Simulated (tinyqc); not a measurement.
Inside a calculation: hydrogenic donor in a hard-walled well (variational). Values are carried at full precision from step to step, so a last printed digit may differ when a step is redone from the rounded ones.

Constants: Ry = 13.60569312 eV; a0 (Bohr radius) = 0.5291772105 angstrom; hbar^2/2m0 = 3.80998211 eV angstrom^2; e^2/(4 pi eps0) = 14.39964547 eV angstrom.

Parameters, chosen for this exercise (near those of GaN; the results hold for these values, not for the real material): m = 0.2 m0 (mass); eps = 9.8 (dielectric constant); L = 91 angstrom (well width); zi = 26 angstrom (position of the donor from the centre); lam = 38 angstrom (trial length); lams = (17, 21, 26, 30, 36, 44, 54) angstrom (trial lengths).

## Bulk donor

Ry* = Ry m/eps^2, a* = a0 eps/m, and the subband energy c (pi/L)^2/m with c = hbar^2/2m0.

Ry* = 28.333 meV
a* = 25.93 angstrom
subband energy = 22.70 meV

## One trial length

Trial function cos(pi z/L) exp(-r/lam), r measured from the donor at zi, walls at +/- L/2, one eps everywhere. Counted from the lowest subband, E(lam) = c/(m lam^2) - (q/eps) I0/I1, with I0 the integral of cos^2(pi z/L) exp(-2|z - zi|/lam) over the well and I1 the same with the factor (|z - zi| + lam/2); c = hbar^2/2m0, q = e^2/(4 pi eps0). The binding energy is -E at the minimum.

Evaluate I0, I1 and both terms.

I0 = 15.154 angstrom
I1 = 529.2 angstrom^2
kinetic term = 13.192 meV
Coulomb term = -42.074 meV
E = -28.882 meV

## Scan and minimum

E for each trial length, then the minimum.

Scan:

| lam (angstrom) | kinetic (meV) | Coulomb (meV) | E (meV) |
|---|---|---|---|
| 17 | 65.917 | -84.596 | -18.679 |
| 21 | 43.197 | -69.392 | -26.195 |
| 26 | 28.180 | -57.412 | -29.232 |
| 30 | 21.167 | -50.878 | -29.711 |
| 36 | 14.699 | -43.902 | -29.203 |
| 44 | 9.840 | -37.577 | -27.737 |
| 54 | 6.533 | -32.220 | -25.687 |

best lam = 30.2 angstrom
binding energy = 29.71 meV
in Ry* = 1.049

At L = 3.51 a* this donor is bound more strongly than in the bulk.

## Checks

- Binding at the centre of a very wide well (200 a*) against Ry*, meV: 28.34 against 28.33.
- Binding in a very thin well (a*/2000) against 4 Ry*, meV: both 113.3.

(tinyqc, `OMP_NUM_THREADS=1 python tinyqc.py 1252110 1252111 out.jsonl`, Intel(R) Xeon(R) Processor @ 2.30GHz, 1 thread, shared host, about 0.03 s.)
